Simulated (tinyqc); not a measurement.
Size effects in the resistivity of thin metal films and interconnect lines. From sheet resistance back to film thickness h. Computed by tinyqc, a small Python program. Command: `OMP_NUM_THREADS=1 python tinyqc.py 3010213 3010214 out.jsonl size inv`. One thread of a shared host (Intel(R) Xeon(R) Processor @ 2.30GHz), about 0.02 s of CPU time with the checks.

Electrons lose their drift at surfaces (a share 1 - p of the hits) and at grain boundaries (reflection R), besides bulk scattering.

Inputs (values chosen for the exercise, modelled on platinum):

| quantity | value | unit |
|---|---|---|
| bulk resistivity rho_b | 10.2 | microohm cm |
| bulk mean free path lambda | 7.04 | nm |
| specularity p | 0 | - |
| grain-boundary reflection R | 0.15 | - |
| grain size over thickness | 0.93 | - |

Geometry: film.

Method:
- D = (ratio) h.
- Mayadas-Shatzkes: alpha = (lambda/D) R/(1 - R); rho_b/rho = 1 - 3 alpha/2 + 3 alpha^2 - 3 alpha^3 ln(1 + 1/alpha).
- Fuchs-Sondheimer film: rho_b/rho = 1 - (3/(2 kappa))(1 - p) int_0^1 (s - s^3)(1 - exp(-kappa/s))/(1 - p exp(-kappa/s)) ds, f = rho/rho_b, kappa = thickness/lambda, 80 Gauss-Legendre points.
- Both together (Mayadas-Shatzkes film): rho_b/rho = (rho_b/rho of the grains alone) - (6/(pi kappa))(1 - p) int_0^(pi/2) dphi int_0^1 ds (cos^2 phi/H^2)(s - s^3)(1 - exp(-kappa H/s))/(1 - p exp(-kappa H/s)), H = 1 + alpha/(cos phi sqrt(1 - s^2)), 40 x 80 Gauss-Legendre points.
- Sheet resistance rho/h; additive estimate rho_b (f_surface + f_grain - 1).

Problem. A run gave the result below. Find the film thickness h, known to lie between 61 and 210 nm.

sheet resistance = 0.8924191 ohm

Solution.

Each step takes the trial c = (a f_b - b f_a)/(f_b - f_a), f being the result less the target and a, b, c the logarithms of the listed values; c replaces end b, the old b replaces a if the sign of f changed, and otherwise f_a is halved.

Scan of the range:

| film thickness h (nm) | sheet resistance (ohm) |
|---|---|
| 61.0 | 1.80150 |
| 75.0 | 1.44531 |
| 92.1 | 1.16392 |
| 113.0 | 0.94007 |
| 139.0 | 0.75850 |
| 171.0 | 0.61278 |
| 210.0 | 0.49650 |

False position (Illinois rule, in the logarithm of the input) inside the bracket:

| step | end a | end b | trial | sheet resistance (ohm) |
|---|---|---|---|---|
| 1 | 113.000 | 139.000 | 119.311 | 0.888453 |
| 2 | 113.000 | 119.311 | 118.389 | 0.895636 |
| 3 | 119.311 | 118.389 | 118.801 | 0.892412 |
| 4 | 118.389 | 118.801 | 118.800 | 0.892419 |
| 5 | 118.389 | 118.800 | 118.800 | 0.892419 |
| 6 | 118.800 | 118.800 | 118.800 | 0.892419 |

Sheet resistance falls at every point of a 13-point scan of the range (every second point is shown), so one value fits; it is bracketed by 113 and 139. Answer: film thickness h = 118.8 nm.
